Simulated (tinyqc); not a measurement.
Kinetic Monte Carlo and master equation for a particle on a ring of sites with traps and bias: one step, computed by the program tinyqc.

8 sites on a ring, numbered 1 to 8. The saddle between i and i+1 lies at E0 + s b_i and site i at s eps_i; a force F tilts the landscape, with the saddle half-way.

Problem. Closed form at zero force. At zero force D0 = a^2 nu exp(-E0/(k_B T)) / [<exp(-s eps/(k_B T))> <exp(s b/(k_B T))>], with means over the ring; Einstein relation v = D0 F/(k_B T); 1 angstrom = 1e-8 cm.

Inputs (values chosen for the exercise, for a model defect): reference barrier E0 = 0.42 eV; scale factor s of the disorder = 1; attempt frequency nu = 2.5 THz; temperature T = 260 K; site spacing a = 3.9 angstrom; force F along the ring = 0.015 eV/angstrom.

Disorder: site traps.

site energies eps_i (eV): [-0.049, 0, 0, 0, -0.051, 0, -0.054, 0]

saddle shifts b_i between sites i and i+1 (eV): [0, 0, 0, 0, 0, 0, 0, 0]

Constants: k_B = 8.617333262e-05 eV/K.

Give: zero-force diffusivity D0; D0 over the value without disorder; Einstein drift.

Solution.

zero-force diffusivity D0 = 6.318e-12 cm^2/s

D0 over the value without disorder = 0.2300

Einstein drift = 4.230e-04 cm/s
